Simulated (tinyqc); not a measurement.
Worked calculation: empirical pseudopotential in a few plane waves. One step of it, computed by the program tinyqc.

Problem. Bloch Hamiltonian at G. Basis: the 15 shortest G (labels in 2 pi/a), the same at every k. H(G,G') = c |k + G|^2 delta + VS(|G-G'|^2) cos((G-G').tau) + i VA sin((G-G').tau), tau = a/8 (1,1,1); 1 Ry = 13.605693 eV.

Parameters chosen for this model: fcc lattice, atoms at +/- a/8 (1,1,1); form factors in rydberg at |G|^2 in units of (2 pi/a)^2:
```
parameter                 value      unit
a                      6.310000  angstrom
VS(3)                 -0.253000        Ry
VS(8)                  0.028000        Ry
VS(11)                 0.085000        Ry
VA(3)                         0        Ry
VA(4)                         0        Ry
VA(11)                        0        Ry
hbar^2/2m (2 pi/a)^2   3.777669        eV
```

k point G (2 pi / a): 0  0  0

Give: H(k) at G.

Solution.

H(k) at G (eV):
```
        +0+0+0  -1-1-1  -1-1+1  -1+1-1  -1+1+1  +1-1-1  +1-1+1  +1+1-1
+0+0+0   0.000   2.434  -2.434  -2.434  -2.434  -2.434  -2.434  -2.434
-1-1-1   2.434  11.333   0.000   0.000  -0.381   0.000  -0.381  -0.381
-1-1+1  -2.434   0.000  11.333   0.381   0.000   0.381   0.000   0.000
-1+1-1  -2.434   0.000   0.381  11.333   0.000   0.381   0.000   0.000
-1+1+1  -2.434  -0.381   0.000   0.000  11.333   0.000   0.381   0.381
+1-1-1  -2.434   0.000   0.381   0.381   0.000  11.333   0.000   0.000
+1-1+1  -2.434  -0.381   0.000   0.000   0.381   0.000  11.333   0.381
+1+1-1  -2.434  -0.381   0.000   0.000   0.381   0.000   0.381  11.333
+1+1+1   2.434   0.000  -0.381  -0.381   0.000  -0.381   0.000   0.000
-2+0+0   0.000  -2.434  -2.434  -2.434   2.434   0.818  -0.818  -0.818
+0-2+0   0.000  -2.434  -2.434   0.818  -0.818  -2.434   2.434  -0.818
+0+0-2   0.000  -2.434   0.818  -2.434  -0.818  -2.434  -0.818   2.434
+0+0+2   0.000  -0.818   2.434  -0.818  -2.434  -0.818  -2.434   0.818
+0+2+0   0.000  -0.818  -0.818   2.434  -2.434  -0.818   0.818  -2.434
+2+0+0   0.000  -0.818  -0.818  -0.818   0.818   2.434  -2.434  -2.434

        +1+1+1  -2+0+0  +0-2+0  +0+0-2  +0+0+2  +0+2+0  +2+0+0
+0+0+0   2.434   0.000   0.000   0.000   0.000   0.000   0.000
-1-1-1   0.000  -2.434  -2.434  -2.434  -0.818  -0.818  -0.818
-1-1+1  -0.381  -2.434  -2.434   0.818   2.434  -0.818  -0.818
-1+1-1  -0.381  -2.434   0.818  -2.434  -0.818   2.434  -0.818
-1+1+1   0.000   2.434  -0.818  -0.818  -2.434  -2.434   0.818
+1-1-1  -0.381   0.818  -2.434  -2.434  -0.818  -0.818   2.434
+1-1+1   0.000  -0.818   2.434  -0.818  -2.434   0.818  -2.434
+1+1-1   0.000  -0.818  -0.818   2.434   0.818  -2.434  -2.434
+1+1+1  11.333  -0.818  -0.818  -0.818  -2.434  -2.434  -2.434
-2+0+0  -0.818  15.111   0.381   0.381  -0.381  -0.381   0.000
+0-2+0  -0.818   0.381  15.111   0.381  -0.381   0.000  -0.381
+0+0-2  -0.818   0.381   0.381  15.111   0.000  -0.381  -0.381
+0+0+2  -2.434  -0.381  -0.381   0.000  15.111   0.381   0.381
+0+2+0  -2.434  -0.381   0.000  -0.381   0.381  15.111   0.381
+2+0+0  -2.434   0.000  -0.381  -0.381   0.381   0.381  15.111
```
